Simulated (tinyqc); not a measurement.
# Scale length and length offset from two DIBL values

Problem. DIBL = exp(-Le/(2 l)) + 2 exp(-Le/l) with Le = L - dL. Find l, dL and the drawn length for a DIBL of 100 mV/V.

DIBL at drawn lengths 30 and 46 nm (mV/V): [130.05938, 31.213187]

Answer. With e = exp(-Le/(2 l)), 2 e^2 + e = DIBL gives e and so Le/l at each length; Le/l is a straight line in L with slope 1/l.

l = 6.20 nm
dL = 2.30 nm
length for 100 mV/V = 32.8 nm

tinyqc, about 0.01 s, one thread, Intel Xeon 2.30GHz (shared host): `OMP_NUM_THREADS=1 python tinyqc.py 2002115 2002116 out.jsonl`
